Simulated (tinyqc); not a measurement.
Worked calculation (part 1 of 2): UHF in the sto-6g basis, for BeH, spin multiplicity 2. Computed by tinyqc, a small Python program that keeps every step (integrals from PySCF). Settings: charge = 0, multiplicity = 2, basis = sto-6g, energy threshold = 1e-08, iteration cap = 83, orthogonalisation = symmetric, start = atomic densities, DIIS depth = 0, method = UHF. Command: `OMP_NUM_THREADS=1 python tinyqc.py 21242 21243 out.jsonl` (the two numbers bound the seeds that draw the settings). One thread of a shared host (Intel(R) Xeon(R) Processor @ 2.60GHz), about 0.2 s of CPU time with the checks. Later iterations appear only in the table of the cycle.

## One-electron integrals

Geometry (angstrom):

| atom | x | y | z |
|---|---|---|---|
| Be | 0.0000 | 0.0000 | 0.0000 |
| H | 0.0000 | 0.0000 | 1.8270 |

Basis sto-6g: exponents (1/bohr^2) and contraction coefficients of normalised primitives:

| element | l (shell) | exponent | coefficient |
|---|---|---|---|
| Be | s (1) | 312.8705 | 0.0092 |
| Be | s (1) | 57.3645 | 0.0494 |
| Be | s (1) | 16.0485 | 0.1685 |
| Be | s (1) | 5.5131 | 0.3706 |
| Be | s (1) | 2.1409 | 0.4165 |
| Be | s (1) | 0.8817 | 0.1303 |
| Be | s (2) | 13.6332 | -0.0133 |
| Be | s (2) | 2.6984 | -0.0470 |
| Be | s (2) | 0.8387 | -0.0338 |
| Be | s (2) | 0.3227 | 0.2502 |
| Be | s (2) | 0.1401 | 0.5951 |
| Be | s (2) | 0.0642 | 0.2407 |
| Be | p (3) | 13.6332 | 0.0038 |
| Be | p (3) | 2.6984 | 0.0377 |
| Be | p (3) | 0.8387 | 0.1739 |
| Be | p (3) | 0.3227 | 0.4180 |
| Be | p (3) | 0.1401 | 0.4259 |
| Be | p (3) | 0.0642 | 0.1017 |
| H | s (1) | 35.5232 | 0.0092 |
| H | s (1) | 6.5131 | 0.0494 |
| H | s (1) | 1.8221 | 0.1685 |
| H | s (1) | 0.6260 | 0.3706 |
| H | s (1) | 0.2431 | 0.4165 |
| H | s (1) | 0.1001 | 0.1303 |

Overlap, kinetic and nuclear-attraction integrals over the contracted functions; the nuclear repulsion is the sum of Za Zb / Rab.

nuclear repulsion = 1.158571 hartree

overlap S, lower triangle:
```
         1Be 1s  1Be 2s  1Be 2px  1Be 2py  1Be 2pz   2H 1s
1Be 1s   1.0000
1Be 2s   0.2548  1.0000
1Be 2px  0.0000  0.0000   1.0000
1Be 2py  0.0000  0.0000   0.0000   1.0000
1Be 2pz  0.0000  0.0000   0.0000   0.0000   1.0000
2H 1s    0.0242  0.2843   0.0000   0.0000   0.3667  1.0000
```

kinetic energy T (hartree), lower triangle:
```
          1Be 1s  1Be 2s  1Be 2px  1Be 2py  1Be 2pz   2H 1s
1Be 1s    6.7688
1Be 2s   -0.2074  0.2201
1Be 2px   0.0000  0.0000   0.6613
1Be 2py   0.0000  0.0000   0.0000   0.6613
1Be 2pz   0.0000  0.0000   0.0000   0.0000   0.6613
2H 1s    -0.0087  0.0155   0.0000   0.0000   0.0701  0.7685
```

nuclear attraction V (hartree), lower triangle:
```
           1Be 1s   1Be 2s  1Be 2px  1Be 2py  1Be 2pz    2H 1s
1Be 1s   -15.0044
1Be 2s    -1.7245  -2.5852
1Be 2px    0.0000   0.0000  -2.5626
1Be 2py    0.0000   0.0000   0.0000  -2.5626
1Be 2pz   -0.0102  -0.0972   0.0000   0.0000  -2.6303
2H 1s     -0.1768  -0.6526   0.0000   0.0000  -0.8275  -2.3970
```

core Hamiltonian H = T + V (hartree), lower triangle:
```
          1Be 1s   1Be 2s  1Be 2px  1Be 2py  1Be 2pz    2H 1s
1Be 1s   -8.2357
1Be 2s   -1.9319  -2.3651
1Be 2px   0.0000   0.0000  -1.9013
1Be 2py   0.0000   0.0000   0.0000  -1.9013
1Be 2pz  -0.0102  -0.0972   0.0000   0.0000  -1.9690
2H 1s    -0.1855  -0.6370   0.0000   0.0000  -0.7574  -1.6284
```

## Two-electron integrals

Functions are numbered as in S; the eight-fold symmetry (ij|kl) = (ji|kl) = (kl|ij) leaves the list below.

Two-electron integrals (ij|kl) in chemists' order, unique and non-zero (hartree):
```
(11|11) 2.3000   (21|11) 0.3619   (21|21) 0.0719   (22|11) 0.5703
(22|21) 0.1397   (22|22) 0.4178   (31|31) 0.0153   (32|31) 0.0226
(32|32) 0.0923   (33|11) 0.5703   (33|21) 0.1397   (33|22) 0.4178
(33|33) 0.4501   (41|41) 0.0153   (42|41) 0.0226   (42|42) 0.0923
(43|43) 0.0243   (44|11) 0.5703   (44|21) 0.1397   (44|22) 0.4178
(44|33) 0.4016   (44|44) 0.4501   (51|51) 0.0153   (52|51) 0.0226
(52|52) 0.0923   (53|53) 0.0243   (54|54) 0.0243   (55|11) 0.5703
(55|21) 0.1397   (55|22) 0.4178   (55|33) 0.4016   (55|44) 0.4016
(55|55) 0.4501   (61|11) 0.0348   (61|21) 0.0067   (61|22) 0.0131
(61|33) 0.0130   (61|44) 0.0130   (61|51) 0.0007   (61|52) 0.0013
(61|55) 0.0133   (61|61) 0.0007   (62|11) 0.1155   (62|21) 0.0289
(62|22) 0.0983   (62|33) 0.0943   (62|44) 0.0943   (62|51) 0.0039
(62|52) 0.0258   (62|55) 0.1063   (62|61) 0.0030   (62|62) 0.0395
(63|31) 0.0023   (63|32) 0.0116   (63|53) 0.0041   (63|63) 0.0029
(64|41) 0.0023   (64|42) 0.0116   (64|54) 0.0041   (64|64) 0.0029
(65|11) 0.1358   (65|21) 0.0343   (65|22) 0.1213   (65|33) 0.1144
(65|44) 0.1144   (65|51) 0.0062   (65|52) 0.0400   (65|55) 0.1353
(65|61) 0.0037   (65|62) 0.0548   (65|65) 0.0775   (66|11) 0.2893
(66|21) 0.0736   (66|22) 0.2801   (66|33) 0.2617   (66|44) 0.2617
(66|51) 0.0100   (66|52) 0.0891   (66|55) 0.3169   (66|61) 0.0078
(66|62) 0.1529   (66|65) 0.2229   (66|66) 0.7750
```

## Orthogonalisation

S = U s U^T; symmetric (Loewdin) form X = U s^(-1/2) U^T, so that X^T S X = 1.

eigenvalues of S: 0.5134  0.8027  1.0000  1.0000  1.1806  1.5033

X, lower triangle:
```
          1Be 1s   1Be 2s  1Be 2px  1Be 2py  1Be 2pz   2H 1s
1Be 1s    1.0263
1Be 2s   -0.1380   1.0641
1Be 2px   0.0000   0.0000   1.0000
1Be 2py   0.0000   0.0000   0.0000   1.0000
1Be 2pz  -0.0064   0.0482   0.0000   0.0000   1.0602
2H 1s     0.0194  -0.1700   0.0000   0.0000  -0.2135  1.0971
```

## Starting guess

The start is atomic minimal-basis densities projected into this basis (PySCF's MINAO start) and scaled to the electron count of each spin; this density is not idempotent, so its energy is not variational and may lie below the converged one.

D(alpha) at the start, lower triangle:
```
          1Be 1s   1Be 2s  1Be 2px  1Be 2py  1Be 2pz   2H 1s
1Be 1s    1.2912
1Be 2s   -0.3134   1.2427
1Be 2px   0.0000   0.0000   0.0000
1Be 2py   0.0000   0.0000   0.0000   0.0000
1Be 2pz   0.0059  -0.0158   0.0000   0.0000   0.0010
2H 1s    -0.0197   0.0827   0.0000   0.0000   0.0200  0.5641
```

D(beta) at the start, lower triangle:
```
          1Be 1s   1Be 2s  1Be 2px  1Be 2py  1Be 2pz   2H 1s
1Be 1s    0.8608
1Be 2s   -0.2090   0.8285
1Be 2px   0.0000   0.0000   0.0000
1Be 2py   0.0000   0.0000   0.0000   0.0000
1Be 2pz   0.0039  -0.0106   0.0000   0.0000   0.0007
2H 1s    -0.0131   0.0551   0.0000   0.0000   0.0133  0.3761
```

## Iteration 1: building the Fock matrix

J_ij = sum D_kl (ij|kl) with D = D(alpha) + D(beta), K_ij = sum D_kl (ik|jl) for each spin; F = H + J - K(s); E = tr D H + tr D J / 2 - 0.5 sum_s tr D(s) K(s) + E_nn.

Coulomb J (hartree), lower triangle:
```
         1Be 1s  1Be 2s  1Be 2px  1Be 2py  1Be 2pz   2H 1s
1Be 1s   6.0642
1Be 2s   1.0721  2.2450
1Be 2px  0.0000  0.0000   2.2262
1Be 2py  0.0000  0.0000   0.0000   2.2262
1Be 2pz  0.0100  0.0890   0.0000   0.0000   2.2828
2H 1s    0.1033  0.5789   0.0000   0.0000   0.7354  1.9069
```

exchange K(alpha) (hartree), lower triangle:
```
         1Be 1s  1Be 2s  1Be 2px  1Be 2py  1Be 2pz   2H 1s
1Be 1s   2.8324
1Be 2s   0.4424  0.5630
1Be 2px  0.0000  0.0000   0.1240
1Be 2py  0.0000  0.0000   0.0000   0.1240
1Be 2pz  0.0036  0.0381   0.0000   0.0000   0.1763
2H 1s    0.0480  0.2297   0.0000   0.0000   0.1745  0.5175
```

exchange K(beta) (hartree), lower triangle:
```
         1Be 1s  1Be 2s  1Be 2px  1Be 2py  1Be 2pz   2H 1s
1Be 1s   1.8883
1Be 2s   0.2949  0.3753
1Be 2px  0.0000  0.0000   0.0826
1Be 2py  0.0000  0.0000   0.0000   0.0826
1Be 2pz  0.0024  0.0254   0.0000   0.0000   0.1175
2H 1s    0.0320  0.1531   0.0000   0.0000   0.1163  0.3450
```

F(alpha) (hartree), lower triangle:
```
          1Be 1s   1Be 2s  1Be 2px  1Be 2py  1Be 2pz    2H 1s
1Be 1s   -5.0039
1Be 2s   -1.3022  -0.6831
1Be 2px   0.0000   0.0000   0.2009
1Be 2py   0.0000   0.0000   0.0000   0.2009
1Be 2pz  -0.0038  -0.0464   0.0000   0.0000   0.1376
2H 1s    -0.1302  -0.2878   0.0000   0.0000  -0.1965  -0.2391
```

F(beta) (hartree), lower triangle:
```
          1Be 1s   1Be 2s  1Be 2px  1Be 2py  1Be 2pz    2H 1s
1Be 1s   -4.0597
1Be 2s   -1.1547  -0.4954
1Be 2px   0.0000   0.0000   0.2422
1Be 2py   0.0000   0.0000   0.0000   0.2422
1Be 2pz  -0.0026  -0.0336   0.0000   0.0000   0.1963
2H 1s    -0.1142  -0.2113   0.0000   0.0000  -0.1384  -0.0666
```

total energy of this density = -15.088548 hartree

This density is the starting one; it is not idempotent, so its energy is not variational and may lie below the converged one.

## Iteration 1: diagonalisation and new density

Diagonalise F' = X^T F X, C = X C', fill 3 alpha and 2 beta electrons from the bottom; D(s) = C_occ C_occ^T. Each column has its largest component positive (the first on a tie).

F' = X^T F X (alpha) (hartree), lower triangle:
```
         1        2       3       4        5        6
1  -4.9187
2  -0.6267  -0.3964
3   0.0000   0.0000  0.2009
4   0.0000   0.0000  0.0000  0.2009
5  -0.0098   0.0258  0.0000  0.0000   0.2326
6   0.0096  -0.2082  0.0000  0.0000  -0.2245  -0.1040
```

orbital energies (alpha) (hartree): MO1 -5.0041, MO2 -0.4547, MO3 -0.0945, MO4 0.2009, MO5 0.2009, MO6 0.3667

coefficients C (alpha):
```
            MO1      MO2      MO3     MO4      MO5      MO6
1Be 1s   0.9984  -0.2132   0.1625  0.0000   0.0000  -0.0647
1Be 2s   0.0063   0.7710  -0.6965  0.0000   0.0000   0.3208
1Be 2px  0.0000   0.0000   0.0000  0.4801   0.8772   0.0000
1Be 2py  0.0000   0.0000   0.0000  0.8772  -0.4801   0.0000
1Be 2pz  0.0007   0.0821   0.3594  0.0000   0.0000   1.0178
2H 1s    0.0002   0.4605   0.7110  0.0000   0.0000  -0.7489
```

F' = X^T F X (beta) (hartree), lower triangle:
```
         1        2       3       4        5       6
1  -3.9621
2  -0.6242  -0.2307
3   0.0000   0.0000  0.2422
4   0.0000   0.0000  0.0000  0.2422
5  -0.0114   0.0291  0.0000  0.0000   0.2803
6   0.0161  -0.1796  0.0000  0.0000  -0.2050  0.0569
```

orbital energies (beta) (hartree): MO1 -4.0638, MO2 -0.2531, MO3 0.0323, MO4 0.2422, MO5 0.2422, MO6 0.4290

coefficients C (beta):
```
             MO1      MO2      MO3      MO4     MO5      MO6
1Be 1s    0.9908  -0.2319  -0.1749   0.0000  0.0000  -0.0822
1Be 2s    0.0345   0.7637   0.6791   0.0000  0.0000   0.3701
1Be 2px   0.0000   0.0000   0.0000   0.9596  0.2813   0.0000
1Be 2py   0.0000   0.0000   0.0000  -0.2813  0.9596   0.0000
1Be 2pz   0.0025   0.1026  -0.4449   0.0000  0.0000   0.9815
2H 1s    -0.0050   0.4613  -0.6351   0.0000  0.0000  -0.8138
```

D(alpha) after iteration 1, lower triangle:
```
          1Be 1s   1Be 2s  1Be 2px  1Be 2py  1Be 2pz   2H 1s
1Be 1s    1.0686
1Be 2s   -0.2713   1.0797
1Be 2px   0.0000   0.0000   0.0000
1Be 2py   0.0000   0.0000   0.0000   0.0000
1Be 2pz   0.0416  -0.1870   0.0000   0.0000   0.1359
2H 1s     0.0176  -0.1401   0.0000   0.0000   0.2934  0.7177
```

D(beta) after iteration 1, lower triangle:
```
          1Be 1s  1Be 2s  1Be 2px  1Be 2py  1Be 2pz   2H 1s
1Be 1s    1.0355
1Be 2s   -0.1429  0.5844
1Be 2px   0.0000  0.0000   0.0000
1Be 2py   0.0000  0.0000   0.0000   0.0000
1Be 2pz  -0.0213  0.0784   0.0000   0.0000   0.0105
2H 1s    -0.1119  0.3521   0.0000   0.0000   0.0473  0.2128
```

Within a degenerate level the vectors are fixed only up to a rotation; this is one choice.

## Iteration 2: building the Fock matrix

As before.

Coulomb J (hartree), lower triangle:
```
         1Be 1s  1Be 2s  1Be 2px  1Be 2py  1Be 2pz   2H 1s
1Be 1s   5.9763
1Be 2s   1.0576  2.2232
1Be 2px  0.0000  0.0000   2.1973
1Be 2py  0.0000  0.0000   0.0000   2.1973
1Be 2pz  0.0108  0.1017   0.0000   0.0000   2.2751
2H 1s    0.1021  0.5885   0.0000   0.0000   0.7532  1.9776
```

exchange K(alpha) (hartree), lower triangle:
```
          1Be 1s   1Be 2s  1Be 2px  1Be 2py  1Be 2pz   2H 1s
1Be 1s    2.3414
1Be 2s    0.3663   0.4817
1Be 2px   0.0000   0.0000   0.1084
1Be 2py   0.0000   0.0000   0.0000   0.1084
1Be 2pz  -0.0001  -0.0263   0.0000   0.0000   0.2889
2H 1s     0.0386   0.1899   0.0000   0.0000   0.2748  0.6765
```

exchange K(beta) (hartree), lower triangle:
```
          1Be 1s  1Be 2s  1Be 2px  1Be 2py  1Be 2pz   2H 1s
1Be 1s    2.3175
1Be 2s    0.3668  0.3533
1Be 2px   0.0000  0.0000   0.0722
1Be 2py   0.0000  0.0000   0.0000   0.0722
1Be 2pz  -0.0008  0.1027   0.0000   0.0000   0.1241
2H 1s     0.0324  0.2129   0.0000   0.0000   0.1428  0.3242
```

F(alpha) (hartree), lower triangle:
```
          1Be 1s   1Be 2s  1Be 2px  1Be 2py  1Be 2pz    2H 1s
1Be 1s   -4.6007
1Be 2s   -1.2406  -0.6235
1Be 2px   0.0000   0.0000   0.1876
1Be 2py   0.0000   0.0000   0.0000   0.1876
1Be 2pz   0.0008   0.0308   0.0000   0.0000   0.0172
2H 1s    -0.1220  -0.2384   0.0000   0.0000  -0.2789  -0.3273
```

F(beta) (hartree), lower triangle:
```
          1Be 1s   1Be 2s  1Be 2px  1Be 2py  1Be 2pz   2H 1s
1Be 1s   -4.5769
1Be 2s   -1.2411  -0.4952
1Be 2px   0.0000   0.0000   0.2238
1Be 2py   0.0000   0.0000   0.0000   0.2238
1Be 2pz   0.0014  -0.0982   0.0000   0.0000   0.1819
2H 1s    -0.1159  -0.2615   0.0000   0.0000  -0.1469  0.0250
```

total energy of this density = -14.998465 hartree

## Iteration 2: diagonalisation and new density

As before.

F' = X^T F X (alpha) (hartree), lower triangle:
```
         1        2       3       4        5        6
1  -4.5103
2  -0.6241  -0.3505
3   0.0000   0.0000  0.1876
4   0.0000   0.0000  0.0000  0.1876
5  -0.0170   0.1099  0.0000  0.0000   0.1375
6   0.0100  -0.1671  0.0000  0.0000  -0.2870  -0.1881
```

orbital energies (alpha) (hartree): MO1 -4.6019, MO2 -0.4212, MO3 -0.2463, MO4 0.1876, MO5 0.1876, MO6 0.3581

coefficients C (alpha):
```
             MO1      MO2      MO3      MO4     MO5      MO6
1Be 1s    0.9954  -0.1591  -0.2181   0.0000  0.0000  -0.0951
1Be 2s    0.0176   0.5205   0.8516   0.0000  0.0000   0.4315
1Be 2px   0.0000   0.0000   0.0000  -0.5674  0.8234   0.0000
1Be 2py   0.0000   0.0000   0.0000   0.8234  0.5674   0.0000
1Be 2pz   0.0003   0.1546  -0.4284   0.0000  0.0000   0.9821
2H 1s    -0.0020   0.6723  -0.4602   0.0000  0.0000  -0.7840
```

F' = X^T F X (beta) (hartree), lower triangle:
```
         1        2       3       4        5       6
1  -4.4823
2  -0.6482  -0.2007
3   0.0000   0.0000  0.2238
4   0.0000   0.0000  0.0000  0.2238
5  -0.0001  -0.0277  0.0000  0.0000   0.2666
6   0.0262  -0.2443  0.0000  0.0000  -0.2258  0.1848
```

orbital energies (beta) (hartree): MO1 -4.5783, MO2 -0.2822, MO3 0.1374, MO4 0.2238, MO5 0.2238, MO6 0.4916

coefficients C (beta):
```
             MO1      MO2      MO3      MO4     MO5      MO6
1Be 1s    0.9950  -0.2207  -0.1605   0.0000  0.0000   0.0906
1Be 2s    0.0192   0.7732   0.6348   0.0000  0.0000  -0.4260
1Be 2px   0.0000   0.0000   0.0000   0.7940  0.6079   0.0000
1Be 2py   0.0000   0.0000   0.0000  -0.6079  0.7940   0.0000
1Be 2pz   0.0013   0.2022  -0.6108   0.0000  0.0000  -0.8706
2H 1s    -0.0036   0.4062  -0.4550   0.0000  0.0000   0.9521
```

D(alpha) after iteration 2, lower triangle:
```
          1Be 1s   1Be 2s  1Be 2px  1Be 2py  1Be 2pz   2H 1s
1Be 1s    1.0638
1Be 2s   -0.2510   0.9963
1Be 2px   0.0000   0.0000   0.0000
1Be 2py   0.0000   0.0000   0.0000   0.0000
1Be 2pz   0.0692  -0.2843   0.0000   0.0000   0.2074
2H 1s    -0.0085  -0.0420   0.0000   0.0000   0.3011  0.6639
```

D(beta) after iteration 2, lower triangle:
```
          1Be 1s  1Be 2s  1Be 2px  1Be 2py  1Be 2pz   2H 1s
1Be 1s    1.0388
1Be 2s   -0.1516  0.5982
1Be 2px   0.0000  0.0000   0.0000
1Be 2py   0.0000  0.0000   0.0000   0.0000
1Be 2pz  -0.0434  0.1564   0.0000   0.0000   0.0409
2H 1s    -0.0933  0.3140   0.0000   0.0000   0.0821  0.1650
```

Within a degenerate level the vectors are fixed only up to a rotation; this is one choice.

## Iteration 3: building the Fock matrix

As before.

Coulomb J (hartree), lower triangle:
```
         1Be 1s  1Be 2s  1Be 2px  1Be 2py  1Be 2pz   2H 1s
1Be 1s   5.9952
1Be 2s   1.0620  2.2326
1Be 2px  0.0000  0.0000   2.2058
1Be 2py  0.0000  0.0000   0.0000   2.2058
1Be 2pz  0.0101  0.0958   0.0000   0.0000   2.2861
2H 1s    0.1025  0.5859   0.0000   0.0000   0.7481  1.9468
```

exchange K(alpha) (hartree), lower triangle:
```
         1Be 1s   1Be 2s  1Be 2px  1Be 2py  1Be 2pz   2H 1s
1Be 1s   2.3395
1Be 2s   0.3683   0.4748
1Be 2px  0.0000   0.0000   0.1053
1Be 2py  0.0000   0.0000   0.0000   0.1053
1Be 2pz  0.0001  -0.0599   0.0000   0.0000   0.3197
2H 1s    0.0386   0.1942   0.0000   0.0000   0.2735  0.6597
```

exchange K(beta) (hartree), lower triangle:
```
         1Be 1s  1Be 2s  1Be 2px  1Be 2py  1Be 2pz   2H 1s
1Be 1s   2.3212
1Be 2s   0.3658  0.3532
1Be 2px  0.0000  0.0000   0.0732
1Be 2py  0.0000  0.0000   0.0000   0.0732
1Be 2pz  0.0007  0.1365   0.0000   0.0000   0.1416
2H 1s    0.0347  0.2128   0.0000   0.0000   0.1560  0.3025
```

F(alpha) (hartree), lower triangle:
```
          1Be 1s   1Be 2s  1Be 2px  1Be 2py  1Be 2pz    2H 1s
1Be 1s   -4.5800
1Be 2s   -1.2382  -0.6074
1Be 2px   0.0000   0.0000   0.1992
1Be 2py   0.0000   0.0000   0.0000   0.1992
1Be 2pz  -0.0002   0.0585   0.0000   0.0000  -0.0026
2H 1s    -0.1217  -0.2454   0.0000   0.0000  -0.2827  -0.3413
```

F(beta) (hartree), lower triangle:
```
          1Be 1s   1Be 2s  1Be 2px  1Be 2py  1Be 2pz   2H 1s
1Be 1s   -4.5617
1Be 2s   -1.2356  -0.4857
1Be 2px   0.0000   0.0000   0.2313
1Be 2py   0.0000   0.0000   0.0000   0.2313
1Be 2pz  -0.0008  -0.1379   0.0000   0.0000   0.1755
2H 1s    -0.1177  -0.2640   0.0000   0.0000  -0.1653  0.0158
```

total energy of this density = -15.020509 hartree

## Iteration 3: diagonalisation and new density

As before.

F' = X^T F X (alpha) (hartree), lower triangle:
```
         1        2       3       4        5        6
1  -4.4887
2  -0.6275  -0.3275
3   0.0000   0.0000  0.1992
4   0.0000   0.0000  0.0000  0.1992
5  -0.0224   0.1430  0.0000  0.0000   0.1194
6   0.0126  -0.1825  0.0000  0.0000  -0.2898  -0.1990
```

orbital energies (alpha) (hartree): MO1 -4.5813, MO2 -0.4259, MO3 -0.2588, MO4 0.1992, MO5 0.1992, MO6 0.3703

coefficients C (alpha):
```
             MO1      MO2      MO3      MO4     MO5      MO6
1Be 1s    0.9952  -0.1457  -0.2205   0.0000  0.0000  -0.1118
1Be 2s    0.0184   0.4652   0.8504   0.0000  0.0000   0.4925
1Be 2px   0.0000   0.0000   0.0000   0.9114  0.4116   0.0000
1Be 2py   0.0000   0.0000   0.0000  -0.4116  0.9114   0.0000
1Be 2pz   0.0005   0.1495  -0.4746   0.0000  0.0000   0.9614
2H 1s    -0.0022   0.7154  -0.3824   0.0000  0.0000  -0.7877
```

F' = X^T F X (beta) (hartree), lower triangle:
```
         1        2       3       4        5       6
1  -4.4678
2  -0.6450  -0.1945
3   0.0000   0.0000  0.2313
4   0.0000   0.0000  0.0000  0.2313
5   0.0034  -0.0684  0.0000  0.0000   0.2632
6   0.0234  -0.2391  0.0000  0.0000  -0.2371  0.1803
```

orbital energies (beta) (hartree): MO1 -4.5631, MO2 -0.2983, MO3 0.1584, MO4 0.2313, MO5 0.2313, MO6 0.4842

coefficients C (beta):
```
             MO1      MO2      MO3     MO4      MO5      MO6
1Be 1s    0.9952  -0.2144  -0.1751  0.0000   0.0000   0.0765
1Be 2s    0.0187   0.7500   0.6929  0.0000   0.0000  -0.3738
1Be 2px   0.0000   0.0000   0.0000  0.6625   0.7490   0.0000
1Be 2py   0.0000   0.0000   0.0000  0.7490  -0.6625   0.0000
1Be 2pz   0.0017   0.2650  -0.5633  0.0000   0.0000  -0.8857
2H 1s    -0.0032   0.3994  -0.4699  0.0000   0.0000   0.9477
```

D(alpha) after iteration 3, lower triangle:
```
          1Be 1s   1Be 2s  1Be 2px  1Be 2py  1Be 2pz   2H 1s
1Be 1s    1.0603
1Be 2s   -0.2370   0.9400
1Be 2px   0.0000   0.0000   0.0000
1Be 2py   0.0000   0.0000   0.0000   0.0000
1Be 2pz   0.0833  -0.3340   0.0000   0.0000   0.2476
2H 1s    -0.0221   0.0076   0.0000   0.0000   0.2885  0.6581
```

D(beta) after iteration 3, lower triangle:
```
          1Be 1s  1Be 2s  1Be 2px  1Be 2py  1Be 2pz   2H 1s
1Be 1s    1.0363
1Be 2s   -0.1422  0.5628
1Be 2px   0.0000  0.0000   0.0000
1Be 2py   0.0000  0.0000   0.0000   0.0000
1Be 2pz  -0.0551  0.1987   0.0000   0.0000   0.0702
2H 1s    -0.0888  0.2995   0.0000   0.0000   0.1058  0.1595
```

Within a degenerate level the vectors are fixed only up to a rotation; this is one choice.
